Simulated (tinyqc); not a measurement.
On-chip interconnect, size-dependent resistivity and RC delay: one step of the calculation.

A rectangular line between two neighbours and two ground planes. Surface and grain-boundary scattering are added to the bulk resistivity as corrections; capacitances are parallel-plate values without fringing; inductance is ignored.

Question. Node voltages after a time step. A 1 V step is applied behind Rd at t = 0. C dv/dt = -G v + b, with G the conductance matrix of the ladder (1/Rs between neighbours, 1/Rd added at node 0) and b = (1 V/Rd, 0, ...). Trapezoidal step: (C/dt + G/2) v(new) = (C/dt - G/2) v + b.

Inputs (values chosen for the exercise): driver resistance Rd = 780 ohm; time step dt = 1500 ps.

Rs = 49949.138 ohm

```
node	C (fF)	v at t = 0 (V)
0	8.0883006	0
1	16.176601	0
2	16.176601	0
3	16.176601	0
4	9.2883006	0
```

Find: v at t = 1 dt.

Answer.

v at t = 1 dt, node 0 to 4 (V): 1.9642  0.7267  0.2721  0.1106  0.0683

Node 0 overshoots the 1 V source: the trapezoidal rule rings on modes much faster than dt.

Range of the model: The metal width is under the mean free path, where the thick-limit surface term and the simple sum of corrections lose accuracy.

tinyqc, about 0.01 s, one thread, Intel Xeon 2.30GHz (shared host): `OMP_NUM_THREADS=1 python tinyqc.py 2100161 2100162 out.jsonl`
